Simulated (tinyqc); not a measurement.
Wannier functions of a composite (isolated) pair of valence bands (bonds of an sp chain), step by step. Values are carried at full precision from step to step, so a last printed digit may differ when a step is redone from the rounded ones.

Each atom has a hybrid pointing left (<) and right (>). H(k): diagonal +V3 on A, -V3 on B; <A<|A>> = -V1a, <B<|B>> = -V1b, <A>|B<> = -V2, <B>|A<> = -V2p exp(ik); k in 1/a, Bloch sums with exp(ikR). The two lowest bands are filled. Trial functions in cell 0: g1 = cos(c) A> + sin(c) B<, and g2 = sin(c) B> + cos(c) A< of cell 1, whose Bloch vector has cos(c) exp(-ik) on A<. Projection A_mn = <psi_m|g_n>, S = A^+ A, Loewdin U = A S^(-1/2), Bloch-like states w_n = sum_m psi_m U_mn, H_W(k) = U^+ diag(E) U. P = sum_m |psi_m><psi_m| is free of phase choices, and S = g^+ P g, w = P g S^(-1/2).

Parameters, chosen for this exercise:
- V2 = 4.91 eV (coupling in the bond A-B inside the cell)
- V2p = 3.29 eV (coupling in the bond to the next cell)
- V1a = 1.11 eV (coupling of the two hybrids on A)
- V1b = 1.78 eV (the same on B)
- V3 = 1.63 eV (A at +V3, B at -V3)
- j = 3 (mesh point, k = 2 pi j/N)
- N = 5 (k points)
- c = 45 degrees (trial bonds cos(c) on A, sin(c) on B)
- xb = 0.46 a (position of B (A at 0))

## H at one mesh point

Fill in the matrix.

H(k) (eV), lower triangle (Hermitian):
```
                A<       A>       B<       B>
A<          1.6300
A>         -1.1100   1.6300
B<               0  -4.9100  -1.6300
B>  2.6617+1.9338i        0  -1.7800  -1.6300
```

## Levels and the projector on the filled bands

Diagonalise; P = sum over the two lowest states of |psi><psi|.

levels (eV): -5.8085  -3.4048  3.7353  5.4781

P, lower triangle (Hermitian):
```
                 A<               A>              B<      B>
A<           0.3028
A>   0.1241+0.0456i           0.3625
B<   0.0449+0.0148i   0.4592+0.0103i          0.6388
B>  -0.3627-0.2445i  -0.0508-0.0097i  0.1295+0.0284i  0.6959
```

The filled states put 1.331 electrons on A and 2.669 on B at this k.

## Loewdin orthogonalisation

The trial vectors are the columns g1 = (0, cos c, sin c, 0), g2 = (cos c exp(-ik), 0, 0, sin c), k = 2 pi j/N. Form S = g^+ P g, its eigenvalues, S^(-1/2), and w = P g S^(-1/2).

S:
```
                 1                2
1           0.9598  -0.0468+0.0159i
2  -0.0468-0.0159i           0.9365
```

eigenvalues of S: 0.8974  0.9989

S^(-1/2):
```
                1               2
1          1.0218  0.0254-0.0086i
2  0.0254+0.0086i          1.0344
```

w:
```
                 1                2
A<  0.1086-0.0397i  -0.4418+0.3069i
A>  0.5902-0.0077i  -0.1156+0.0283i
B<  0.7949+0.0077i   0.0816-0.0168i
B>  0.0772+0.0202i   0.8303-0.0114i
```

The combinations of the trial bonds that diagonalise S lie 89.7 to 99.9 % inside the filled space; an eigenvalue near zero would mark a poor choice.

## The Hamiltonian in the new basis

H_W = w^+ H w; its eigenvalues must be the two filled levels.

H_W(k) (eV):
```
               1              2
1         -5.358  -0.919-0.187i
2  -0.919+0.187i         -3.855
```

eigenvalues (eV): -5.809  -3.405

## Hoppings between the Wannier functions

H_mn(R) = (1/N) sum_k exp(-ikR) H_W,mn(k), the coupling of function m in cell 0 to function n in cell R.

H(R) (eV):
```
R        11       12       21       22
-2   0.0016  -0.0020  -0.0009   0.0012
-1   0.0503  -0.3395  -0.0194   0.0437
0   -5.2778  -1.2085  -1.2085  -3.7851
1    0.0503  -0.0194  -0.3395   0.0437
2    0.0016  -0.0009  -0.0020   0.0012
```

The bond levels are -5.278 and -3.785 eV, against -sqrt(V2^2 + V3^2) = -5.173 and -3.672 for isolated bonds. Neighbouring bonds couple by -1.208 eV through B; the bond-orbital estimate is -V1b (1 + ap)/2 = -1.219 with the mean V2 in ap = V3/sqrt(V2^2 + V3^2).

## The functions in real space

w_n(R) = (1/N) sum_k exp(ikR) w_n(k); point-like hybrids at R (A) and R + xb (B) give centres and spreads.

Function 1:
```
R        A<       A>       B<       B>
-2  -0.0001   0.0003  -0.0001  -0.0015
-1   0.0014   0.0066  -0.0035  -0.0364
0    0.0533   0.5895   0.8005   0.0485
1   -0.0710  -0.0075   0.0106   0.0003
2   -0.0031  -0.0003   0.0006  -0.0001
```

centres (a): 1 0.3003, 2 0.6113

spreads (a^2): 1 0.0517, 2 0.0629

Function 1 has 98.8 % of its weight on the two hybrids of its bond. Its centre lies +0.0703 a from the middle of the bond, towards B, the atom with the lower level.

## Checks

- Eigenvalues of H_W against the filled levels: they agree to 1e-10 or better.
- W^+ w against the unit matrix: they agree to 1e-10 or better.

tinyqc: `OMP_NUM_THREADS=1 python tinyqc.py 1480186 1480187 out.jsonl`; about 0.4 s, one thread, shared Intel(R) Xeon(R) Processor @ 2.30GHz.
